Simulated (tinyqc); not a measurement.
# Thin film between two gates, subbands and threshold shift from confinement: two studies

Undoped body with a flat potential across it, hard walls, transport along x. One isotropic valley (g = 1, mx = my = mz = me). Non-parabolicity enters the subband edges through E (1 + al E) = gamma, so E = 2 gamma/(1 + sqrt(1 + 4 al gamma)); motion within a subband is taken as parabolic with the band-edge mass. Energies are counted from the bulk band edge.

Values chosen for this exercise; masses close to those of GaAs:
```
symbol   value     unit                                                meaning
T          200        K                                            temperature
me      0.0673       m0                                  mass at the band edge
al        0.63     1/eV                                       non-parabolicity
t          4.6       nm                               film thickness (along z)
dl         0.3       nm  widening of the box by penetration into the insulator
Cg         2.3  uF/cm^2                 gate capacitance per area of interface
```

Constants: q = 1.602176634e-19 C, kB = 1.380649e-23 J/K, hbar = 1.054571817e-34 J s, m0 = 9.1093837015e-31 kg, Vt = kB T/q, hbar^2/(2 m0) = 0.0380998212 eV nm^2. Results are converted to the units shown.

Each table varies one quantity; the others keep the values above.

## Confinement against the film thickness

gamma = C (pi k/(t + dl))^2/mz, C = hbar^2/(2 m0). Each subband has N_k = g sqrt(mx my) m0 kB T/(pi hbar^2); without degeneracy n = exp(EF/Vt) sum N_k exp(-E_k/Vt). Classical value Nc times t, Nc = sum over valleys of 2 g (m m0 kB T/(2 pi hbar^2))^1.5 with m = (mx my mz)^(1/3). Threshold shift dVT = Vt ln(classical value/sum N_k exp(-E_k/Vt)). With degeneracy n = sum N_k F((EF - E_k)/Vt), F(x) = ln(1 + exp(x)); gate: Vg = EF + q n/(Cg P), P = 2 (both faces), summed over the 60 lowest subbands at most, with Vg counted from the value that would put EF at the bulk band edge of an empty body. The last two columns are for Vg = 0.7 V; sensitivity d(dVT)/dt by central differences between 0.99 and 1.01 times the value.

Confinement against the film thickness:
```
t (nm)  E_1 (meV)  gap to the next edge (meV)  dVT (mV)  sensitivity (mV/nm)  n/P (cm^-2)  share of the lowest subband (%)
3           408.1                       769.9     375.2               -199.6     2.073e12                            100.0
3.8         282.2                       579.5     253.3               -115.1     2.967e12                            100.0
4.8         191.7                       426.7     166.8               -64.27     3.610e12                            100.0
6.1         126.4                       303.1     105.6               -33.95     4.115e12                            98.05
7.7         82.97                       211.6     66.24               -17.53     4.860e12                            80.55
9.8         53.00                       142.1     40.43               -8.417     5.474e12                            68.22
12          36.11                       99.95     26.98               -4.353     5.907e12                            60.06
16          20.76                       59.32     16.10               -1.653     6.533e12                            48.22
20          13.44                       39.05     11.43              -0.8236     6.951e12                            40.92
```

As t grows from 3 to 20 nm, E_1 falls from 408 to 13.4 meV and dVT falls from 375 to 11.4 mV. E_1 goes as t^(-1.56) at the thin end (-2 for a parabolic band without penetration); a thickness error of 0.2 nm moves the threshold by 40 mV in the first row and 0.16 mV in the last. The charge per interface area rises from 2.07e12 to 6.95e12 cm^-2. For t = 3.8, 4.8, 6.1, 7.7, 9.8, 12, 16, 20 the charge in the last two columns would bend the potential across the body by some 30 mV or more, which is left out.

## Charge and subband filling against gate voltage

Same model as above.

Each subband has N_k = g sqrt(mx my) m0 kB T/(pi hbar^2). Cq = q dn/dEF.

Result of one run:
```
Vg (V)  EF - E_1 (eV)  n (cm^-2)  n/P (cm^-2)  share of the lowest subband (%)  Cq/(Cg P)  total C/(Cg P)
0.56           0.1789   5.029e12     2.514e12                            100.0     0.9792          0.4947
```

What becomes of these results when the gate voltage Vg is changed from 0.56 to 1.06 V, all else the same?

Result of the changed run:
```
Vg (V)  EF - E_1 (eV)  n (cm^-2)  n/P (cm^-2)  share of the lowest subband (%)  Cq/(Cg P)  total C/(Cg P)
1.06           0.4295   1.219e13     6.095e12                            99.05      1.187          0.5428
```

The whole series:
```
Vg (V)  EF - E_1 (eV)  n (cm^-2)  n/P (cm^-2)  share of the lowest subband (%)  Cq/(Cg P)  total C/(Cg P)
0.06          -0.1460    1.015e8      5.077e7                            100.0   2.052e-4        2.051e-4
0.18         -0.02888   8.315e10     4.157e10                            100.0     0.1544          0.1338
0.31          0.05215   1.489e12     7.446e11                            100.0     0.9339          0.4829
0.43           0.1132   3.182e12     1.591e12                            100.0     0.9778          0.4944
0.56           0.1789   5.029e12     2.514e12                            100.0     0.9792          0.4947
0.69           0.2446   6.875e12     3.438e12                            100.0     0.9792          0.4947
0.81           0.3052   8.580e12     4.290e12                            100.0     0.9794          0.4948
0.94           0.3708   1.043e13     5.214e12                            99.96     0.9879          0.4970
1.06           0.4295   1.219e13     6.095e12                            99.05      1.187          0.5428
```

EF passes E_1 = 0.206 eV at Vg = 0.218 V. The share of the lowest subband falls from 100 to 99.1 % and the total capacitance rises from 2.05e-4 to 0.543 of Cg P. Between the last two rows 49 % of the added gate voltage goes into raising EF. For Vg = 0.56, 0.69, 0.81, 0.94, 1.06 the charge would bend the potential across the body by some 30 mV or more, which is left out.

Computed by the program tinyqc: `OMP_NUM_THREADS=1 python tinyqc.py 2350172 2350173 out.jsonl`, one thread of a shared Intel Xeon 2.30GHz, about 0.04 s for the whole run.
